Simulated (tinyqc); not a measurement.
Worked calculation: one-electron ion in a basis of Gaussians. Computed by tinyqc, a small Python program that keeps every step. Settings: Z = 3, l = 0. Command: `OMP_NUM_THREADS=1 python tinyqc.py 23337 23338 out.jsonl` (the two numbers bound the seeds that draw the settings). One thread of a shared host (Intel(R) Xeon(R) Processor @ 2.60GHz), about 0.01 s of CPU time with the checks.

## Matrices over normalised Gaussians

exponents of r^l exp(-a r^2) (1/bohr^2): 0.609500  1.383000  3.139000  7.123000  16.170000  36.690000  83.250000

Z = 3

l = 0

With p = a_i + a_j and I(k) = Gamma((k+1)/2) / (2 p^((k+1)/2)): S = I(2l+2), T = (2l+3) a_i a_j S / p, V = -Z I(2l+1), each divided by sqrt(S_ii S_jj).

S, lower triangle:
```
          1         2         3         4         5         6         7
1  1.000000
2  0.884697  1.000000
3  0.633990  0.884625  1.000000
4  0.395633  0.633973  0.884683  1.000000
5  0.228897  0.395519  0.633915  0.884579  1.000000
6  0.127683  0.228901  0.395594  0.633941  0.884703  1.000000
7  0.070022  0.127685  0.228949  0.395615  0.634096  0.884704  1.000000
```

T (hartree), lower triangle:
```
          1         2         3          4          5          6           7
1  0.914250
2  1.122828  2.074500
3  0.970759  2.547789  4.708500
4  0.666393  2.202682  5.782707  10.684500
5  0.403334  1.511713  4.999127  13.122161  24.255000
6  0.229653  0.915210  3.431714  11.344293  29.788551  55.035000
7  0.127105  0.521108  2.077674   7.787572  25.757091  67.590717  124.875000
```

V (hartree), lower triangle:
```
           1          2          3           4           5           6           7
1  -3.737474
2  -4.227366  -5.629922
3  -4.155158  -6.367968  -8.481779
4  -3.724165  -6.259069  -9.593564  -12.776820
5  -3.173987  -5.609435  -9.429475  -14.451922  -19.250691
6  -2.639729  -4.781142  -8.451352  -14.204512  -21.773961  -28.997808
7  -2.170639  -3.976366  -7.203516  -12.731161  -21.402684  -32.798670  -43.680081
```

## Generalised eigenproblem

H = T + V (hartree), lower triangle:
```
           1          2          3          4         5          6          7
1  -2.823224
2  -3.104538  -3.555422
3  -3.184400  -3.820179  -3.773279
4  -3.057771  -4.056388  -3.810857  -2.092320
5  -2.770652  -4.097722  -4.430349  -1.329761  5.004309
6  -2.410077  -3.865932  -5.019638  -2.860219  8.014590  26.037192
7  -2.043534  -3.455258  -5.125842  -4.943589  4.354407  34.792048  81.194919
```

Solve H C = S C e through S^(-1/2); each column has its largest component positive (the first on a tie).

eigenvalues of S: 0.002081  0.010845  0.047285  0.181996  0.627956  1.874320  4.255516

eigenvalues (hartree): -4.494086  -0.785744  3.258610  14.148602  41.269759  110.105381  284.568625

coefficients:
```
          1          2          3          4          5          6          7
1  0.142370   2.110322  -2.381818   1.511698  -0.886456   0.520905  -0.311490
2  0.358039  -1.843477   5.342031  -4.967956   3.242227  -1.925868   1.143500
3  0.354967   0.436777  -3.901270   7.355254  -6.483635   4.171765  -2.493727
4  0.153143  -0.391738   1.081450  -5.030342   8.213617  -6.808142   4.353067
5  0.102385   0.057679  -0.567657   1.315820  -5.474631   7.914742  -6.371882
6  0.006187  -0.040096   0.140931  -0.467165   1.328172  -4.866777   6.829067
7  0.026134  -0.006098  -0.052551   0.051170  -0.326024   0.655268  -3.612316
```

For Z = 3 and l = 0 the exact lowest level is -Z^2/(2 n^2) with n = l + 1: -4.500000 hartree. The basis is nearly linearly dependent, so rounded matrices do not reproduce these digits.
